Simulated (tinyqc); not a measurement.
Comparisons within one model: free-carrier optics of a doped semiconductor (Drude model with one polar phonon). A value that a table varies takes the place of the one given here.

eps(E) = ei [1 - Ep^2/(E^2 + i E Gam)] + (es - ei) wT^2/(wT^2 - E^2 - i E gT), with Ep^2 = 8 pi c (e^2/(4 pi eps0)) N/(m ei), c = hbar^2/2m0, N in 1/angstrom^3 (1e-24 per 1/cm^3); Gam = hbar/tau, tau = mu m m0/e with m0/e = 5.685630e-12 kg/C and mu in m^2/(V s). Energies in meV.

n + i k = sqrt(eps1 + i eps2) with k >= 0; R = ((n - 1)^2 + k^2)/((n + 1)^2 + k^2) at normal incidence from vacuum; alpha = 2 E k/(hbar c), times 1e8 for 1/cm; loss function Im(-1/eps) = eps2/(eps1^2 + eps2^2).

Constants: hbar^2/2m0 = 3.80998211 eV angstrom^2; e^2/(4 pi eps0) = 14.39964547 eV angstrom; hbar = 6.58211957e-16 eV s; hbar c = 1973.269805 eV angstrom.

Inputs chosen for the exercise (mass and dielectric values near those of InAs; N and mu are free inputs; interband absorption and the rise of the mass with filling are left out; shifted at random, so the results belong to these values and not to a real crystal):
```
symbol  value    unit        meaning
m       0.0268   m0          conductivity mass
ei      12                   high-frequency dielectric constant
wT      26.6     meV         TO phonon
es      14.75                static dielectric constant
N       1.8e+17  1/cm^3      carrier density
mu      15000    cm^2/(V s)  mobility
gT      0.8      meV         phonon damping
E       29.8     meV         photon energy
```

## The coupled modes against doping

L-, L+ solve E^4 - (wL^2 + Ep^2) E^2 + Ep^2 wT^2 = 0, wL = wT sqrt(es/ei); damping left out; energies in meV.

Modes:
```
N (1/cm^3)      Ep     L-      L+  Ep sqrt(ei/es)
6.0e+15       5.07   4.56   29.57            4.57
2.0e+16       9.26   8.27   29.78            8.35
6.0e+16      16.04  13.98   30.52           14.47
1.0e+17      20.71  17.48   31.51           18.68
2.0e+17      29.28  22.15   35.16           26.41
4.0e+17      41.41  24.83   44.36           37.35
8.0e+17      58.57  25.85   60.26           52.82
2.0e+18      92.60  26.33   93.55           83.52
6.0e+18     160.39  26.51  160.91          144.67
```

wL = 29.49 meV

At low density L- follows Ep sqrt(ei/es) (4.56 against 4.57), a plasmon screened by the lattice, and L+ starts at wL. At the highest density L- has come within 0.09 meV of wT, since the carriers screen the field that lifts wL, and L+ is within 0.52 meV of Ep. The branches are closest, 13.01 meV, at 2e+17 1/cm^3 of those listed. The mass is held fixed, while in a real band it rises with filling.

## Reflectance across the plasma edge

Spectrum:
```
E (meV)     eps1    eps2      R  alpha (1/cm)
2.8      -559.25  590.39  0.946      7.43e+03
8.3      -104.94   41.66  0.932      8.78e+03
13.9      -30.18    9.60  0.900      7.83e+03
19.4       -6.21    3.85  0.698      5.11e+03
23.6        8.34    3.59  0.261      1.46e+03
27.8      -26.56   10.33  0.875      1.48e+04
30.6       -6.21    1.82  0.823      7.81e+03
34.7        0.45    0.85  0.077      1.78e+03
41.7        4.81    0.43  0.141           411
55.6        8.20    0.17  0.233           167
83.3       10.35    0.05  0.276          64.8
138.9      11.42    0.01  0.295          22.0
```

Ep = 27.8 meV and Gam = 2.9 meV. R is 0.946 at the lowest energy and lowest, 0.077, at 34.7 meV of those listed; without damping and phonon it would vanish at Ep sqrt(ei/(ei - 1)) = 29.0 meV. At the highest energy R is 0.295, against 0.305 for ei alone. Between the last two rows alpha goes as E^-2.11, where the Drude limit far above Ep and Gam is E^-2. The phonon adds its own band of high reflectance between wT = 26.6 meV and about wL = 29.5 meV, which the rows may miss.

## What moves the optical constants

At the energy E. Each row changes one parameter from the base and keeps the others.

Results:
```
case                  Ep (meV)  Gam (meV)       R  alpha (1/cm)
base                     27.78       2.88  0.8559      9.10e+03
N = 2.7e+17 1/cm^3       34.02       2.88  0.9050      1.14e+04
m = 0.0322 m0            25.34       2.40  0.8340      8.20e+03
mu = 9000 cm^2/(V s)     27.78       4.80  0.8207      9.07e+03
ei = 12.6                27.11       2.88  0.7952      7.52e+03
E = 35.8 meV             27.78       2.88  0.0289      1.09e+03
```

The largest shifts from the base row, up to three for each result and ties (the steps differ in size, so this ranks the rows, not the parameters). Ep (meV): N +6.24, m -2.44, ei -0.67; unchanged at the printed digits by mu and E. Gam (meV): mu +1.92, m -0.48; unchanged at the printed digits by N, ei and E. R: E -0.8270, ei -0.0607, N +0.0491. alpha (1/cm): E -8.01e+03, N +2.29e+03, ei -1.59e+03.

(tinyqc, `OMP_NUM_THREADS=1 python tinyqc.py 1652060 1652061 out.jsonl`, Intel(R) Xeon(R) Processor @ 2.30GHz, 1 thread, shared host, about 0.01 s.)
